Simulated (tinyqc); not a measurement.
Atomic layer deposition: Langmuir saturation, growth per cycle and coating of deep features: one step, computed by the program tinyqc.

Precursor A sticks only on free sites, so a long enough pulse saturates; co-reactant B then frees the sites again.

Problem. Steady growth per cycle. One cycle from coverage th0: pulse A gives th1 = th_s + (th0 - th_s) exp(-(k_a + k_d) t), th_s = k_a/(k_a + k_d); the purge leaves th2 = th1 exp(-k_d t_p); pulse B converts c_B th2 into film and leaves th3 = (1 - c_B) th2. Growth = G c_B th2. The periodic state has th0 = th3: th0 = (1 - c_B) e_p th_s (1 - e_a)/(1 - (1 - c_B) e_p e_a), with e_a = exp(-(k_a + k_d) t), e_p = exp(-k_d t_p). Share of impinging molecules used = q (th1 - th0)/(F t).

Inputs (values chosen for the exercise, modelled on aluminium oxide from trimethylaluminium and water):

| quantity | value | unit |
|---|---|---|
| site density q | 4.9 | 1/nm^2 |
| growth per cycle at saturation G | 1.1 | angstrom |
| temperature T | 250 | C |
| pulse time t | 0.19 | s |
| co-reactant completion per pulse c_B | 0.9 | - |
| purge time t_p | 5.6 | s |

k_a = 8.464078 1/s

k_d = 6.749737e-07 1/s

flux F = 8824.251 1/(nm^2 s)

Give: coverage after pulse A; growth per cycle; share of impinging molecules used.

Solution.

coverage after pulse A = 0.81609

growth per cycle = 0.80793 angstrom

share of impinging molecules used = 0.0021466

The pulse is 1.61 filling times long: not fully saturated, so thickness still depends somewhat on the local dose.
